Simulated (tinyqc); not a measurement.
Inside a calculation. Model: input admittance of a MOSFET at zero drain bias: distributed channel and distributed gate.

tinyqc, about 0.01 s, one thread, Intel Xeon 2.30GHz (shared host): `OMP_NUM_THREADS=1 python tinyqc.py 2262004 2262005 out.jsonl` Printed values are rounded.

Source and drain grounded, strong inversion, w = 2 pi f, Cox = eps0 eox/tox. The channel is an RC line of resistance 1/(mu Cox Vo) per square fed from both ends, so one finger has the intrinsic admittance y = i w Cox L tanh(g)/g per width, g = (1/2) sqrt(i w tau), tau = L^2/(mu Vo). The vertical resistance rv/L is in series with y, the overlaps 2 i w Cov in parallel: y_t = 1/(1/y + rv/L) + 2 i w Cov. The gate strip is a line of Rsh/L per length loaded by y_t, so a finger has Y = y_t Wf tanh(k)/k, k = (Wf/sd) sqrt(y_t Rsh/L); the device has Nf Y.

Parameters, values chosen for the exercise; values of the order met in silicon radio-frequency transistors:
- eox = 24.7 (relative permittivity of the gate insulator (close to zirconium oxide))
- tox = 8.7 nm (insulator thickness)
- L = 1 um (channel length)
- Wf = 0.66 um (finger width)
- Nf = 16 (number of fingers)
- mu = 140 cm^2/(V s) (channel mobility)
- Vo = 0.54 V (gate overdrive)
- Rsh = 3.8 ohm/square (sheet resistance of the gate)
- rv = 0 ohm um^2 (vertical resistivity of the gate stack)
- sd = 1 (number of ends at which a finger is contacted)
- Cov = 0.25 fF/um (overlap and fringe capacitance on each side)
- f = 0.55 GHz (frequency)

Constants: eps0 = 8.8541878128e-14 F/cm where lengths are in cm. Results are converted to the units shown.

## Low-frequency resistances and capacitance

Low-frequency limits, with c = Cox L and ct = c + 2 Cov: R_strip = Rsh Wf/(3 sd^2 L Nf), R_ch = (c/ct)^2 L/(12 mu Cox Vo Wf Nf), R_vert = (c/ct)^2 rv/(L Wf Nf), C = ct Wf Nf.

parts (ohm): strip 0.05225, channel 39.92083, vertical 0
sum = 39.97308 ohm
C = 270.7347 fF
1/(2 pi R C) = 14.70648 GHz

The channel term is the largest, 99.9 % of the sum.

## Admittance of the channel and stack per width

tau, g, c = Cox L, y and y_t as defined.

tau = 132.2751 ps
g = 0.2390371+0.2390371i
c = 25.13775 fF/um
y = 3.30211+86.71889i uS/um
y_t = 3.30211+88.44677i uS/um

w tau = 0.457, and Im y is 0.998 of w c.

## Input impedance of the device

k and Y as defined; Z = 1/(Nf Y) = R + 1/(i w C); Q = |Im Z|/R; signal at the point farthest from a contact |1/cosh k|.

k = (8.716997+8.397626i) x 1e-3
Nf Y = 0.0349158+0.9339945i mS
R = 39.96930 ohm
C = 270.6501 fF
Q = 26.74993
signal at the far point = 0.9999973

R is within 0.01 % of its low-frequency limit and C is 0.031 % below its own.
